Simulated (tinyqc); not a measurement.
Comparisons within one model: optical gain and spontaneous emission in a bulk direct-gap semiconductor. A value that a table varies takes the place of the one given here.

Parabolic bands, vertical transitions, no excitons. For each hole band j: mr = me mj/(me + mj); joint density of states J_j(E) = (mr/c)^(3/2) sqrt(E - Eg)/(2 pi^2), both spins, c = hbar^2/2m0; averaged matrix element |e.p|^2 = m0 Ep/6; alpha_j(E) = 4 pi^2 alpha_f c Ep J_j/(3 nr E) in 1/angstrom (alpha_f the fine-structure constant, listed as alpha among the constants), times 1e8 for 1/cm.

F_j(eta) = (1/Gamma(j + 1)) integral_0^infinity x^j dx/(1 + exp(x - eta)), which tends to exp(eta) for eta << 0.

Quasi-Fermi levels: n = Nc F_1/2(Fc/kT) and p = Nv F_1/2(Fv/kT), Fc counted up from the conduction edge and Fv down from the valence edge; Nc, Nv from N = 2 (m kB T/(4 pi c))^(3/2) with c = hbar^2/2m0, in 1/angstrom^3; times 1e24 for 1/cm^3, with me and (mhh^(3/2) + mlh^(3/2))^(2/3).

For band j the electron sits at Ee = (E - Eg) mr/me above its edge and the hole at Eh = (E - Eg) mr/mj; fe = 1/(1 + exp((Ee - Fc)/kT)), fh = 1/(1 + exp((Eh - Fv)/kT)); gain g = sum_j alpha_j (fe + fh - 1).

Spontaneous rate: R = integral of (nr E/(hbar c))^2/(pi^2 hbar) sum_j alpha_j fe fh dE, with alpha in 1/cm and (nr E/(hbar c))^2 in 1/cm^2 (1e16 per 1/angstrom^2); B = R/(n p); lifetime n/R.

Constants: hbar^2/2m0 = 3.80998211 eV angstrom^2; fine-structure constant alpha = 0.007297352564; kB = 8.617333262e-05 eV/K; hbar = 6.58211957e-16 eV s; hbar c = 1973.269805 eV angstrom.

Parameters, chosen for this exercise (near those of InGaAs; not measured data):

| symbol | value | unit | meaning |
|---|---|---|---|
| Eg | 0.767 | eV | direct gap |
| me | 0.0402 | m0 | electron mass |
| mhh | 0.475 | m0 | heavy-hole mass |
| mlh | 0.0538 | m0 | light-hole mass |
| Ep | 23.8 | eV | Kane energy |
| nr | 3.56 |  | refractive index |
| T | 350 | K |  |
| n | 2.4e+18 | 1/cm^3 | injected density, n = p |

## Peak gain against injection

The peak is the largest g over E; a dash marks no gain.

Gain:

| n (1/cm^3) | Fc (eV) | Fv (eV) | peak gain (1/cm) | peak E - Eg (eV) | B (cm^3/s) |
|---|---|---|---|---|---|
| 4.5e+17 | 0.0355 | -0.0953 | - | - | 1.10e-10 |
| 7.2e+17 | 0.0603 | -0.0808 | - | - | 1.04e-10 |
| 1.0e+18 | 0.0810 | -0.0706 | 22 | 0.0036 | 9.94e-11 |
| 1.3e+18 | 0.1002 | -0.0624 | 144 | 0.0140 | 9.48e-11 |
| 1.6e+18 | 0.1174 | -0.0559 | 283 | 0.0239 | 9.09e-11 |
| 2.1e+18 | 0.1433 | -0.0472 | 511 | 0.0394 | 8.54e-11 |
| 2.7e+18 | 0.1714 | -0.0390 | 761 | 0.0558 | 8.01e-11 |
| 3.6e+18 | 0.2094 | -0.0294 | 1090 | 0.0764 | 7.38e-11 |

transparency density (Fc + Fv = 0) = 8.99e+17 1/cm^3

Gain starts at 8.99e+17 1/cm^3, where Fc = -Fv = 0.0739 eV: with Nv/Nc = 42 the electrons must be degenerate before the holes are. The slope of peak gain against n is 4.06e-16 cm^2 between the first two rows with gain and 3.65e-16 between the last two; the peak moves from 0.0036 to 0.0764 eV above the gap as the bands fill, and B falls by a factor 1.49. Line broadening and gap shrinkage are left out.

## Gain spectrum

At the density n.

Spectrum:

| E - Eg (eV) | alpha, empty (1/cm) | fe, heavy | fh, heavy | g (1/cm) |
|---|---|---|---|---|
| 0.005 | 1622 | 0.994 | 0.193 | 298 |
| 0.010 | 2279 | 0.993 | 0.191 | 405 |
| 0.020 | 3181 | 0.990 | 0.187 | 531 |
| 0.030 | 3848 | 0.987 | 0.183 | 598 |
| 0.045 | 4625 | 0.979 | 0.177 | 638 |
| 0.060 | 5244 | 0.968 | 0.171 | 622 |
| 0.080 | 5912 | 0.942 | 0.164 | 514 |
| 0.100 | 6457 | 0.898 | 0.157 | 282 |
| 0.130 | 7116 | 0.778 | 0.147 | -410 |
| 0.170 | 7791 | 0.508 | 0.135 | -2120 |
| 0.220 | 8413 | 0.183 | 0.120 | -4622 |

Fc + Fv = 0.1149 eV

g is positive below E - Eg = 0.1149 eV; the largest value listed is 638 1/cm at 0.045 eV. At 0.220 eV above the gap g is -0.55 times the absorption of the empty crystal, whose limit is -1.

## Transparency density and B against temperature

Eg is held fixed; B is taken at n = 1e15 1/cm^3.

Results:

| T (K) | transparency density (1/cm^3) | Fc/kT there | B (cm^3/s) |
|---|---|---|---|
| 100 | 1.37e+17 | 2.452 | 7.66e-10 |
| 150 | 2.52e+17 | 2.452 | 4.21e-10 |
| 200 | 3.88e+17 | 2.452 | 2.76e-10 |
| 250 | 5.43e+17 | 2.452 | 1.99e-10 |
| 300 | 7.13e+17 | 2.452 | 1.53e-10 |
| 350 | 8.99e+17 | 2.452 | 1.22e-10 |
| 400 | 1.10e+18 | 2.452 | 1.01e-10 |
| 500 | 1.53e+18 | 2.452 | 7.32e-11 |

Fc/kT at transparency stays at 2.452, since it depends on Nv/Nc alone, so the density goes as T^1.50. B goes as T^-1.46, against T^-1.5 for non-degenerate carriers: hot carriers spread over k and fewer pairs share a wave vector.

## What moves transparency and gain

Transparency is Fc + Fv = 0; the peak is the largest g over E at the density n (0 if none). Each row changes one parameter from the base and keeps the others.

Results:

| case | transparency density (1/cm^3) | Fc + Fv (eV) | peak gain (1/cm) |
|---|---|---|---|
| base | 8.99e+17 | 0.1149 | 639 |
| me = 0.0462 m0 | 1.03e+18 | 0.0929 | 656 |
| mhh = 0.285 m0 | 7.03e+17 | 0.1392 | 1174 |
| Ep = 26.2 eV | 8.99e+17 | 0.1149 | 704 |
| T = 390 K | 1.06e+18 | 0.1028 | 509 |
| n = 3.12e+18 1/cm^3 | 8.99e+17 | 0.1554 | 921 |
| nr = 3.74 | 8.99e+17 | 0.1149 | 609 |

The largest shifts from the base row, up to three for each result and ties (the steps differ in size, so this ranks the rows, not the parameters). transparency density (1/cm^3): mhh -1.96e+17, T +1.58e+17, me +1.35e+17; unchanged at the printed digits by Ep, n and nr. Fc + Fv (eV): n +0.0406, mhh +0.0244, me -0.0220; unchanged at the printed digits by Ep and nr. peak gain (1/cm): mhh +534, n +282, T -131.

Program tinyqc; command `OMP_NUM_THREADS=1 python tinyqc.py 1651902 1651903 out.jsonl`; about 0.1 s on one thread of a shared Intel(R) Xeon(R) Processor @ 2.30GHz.
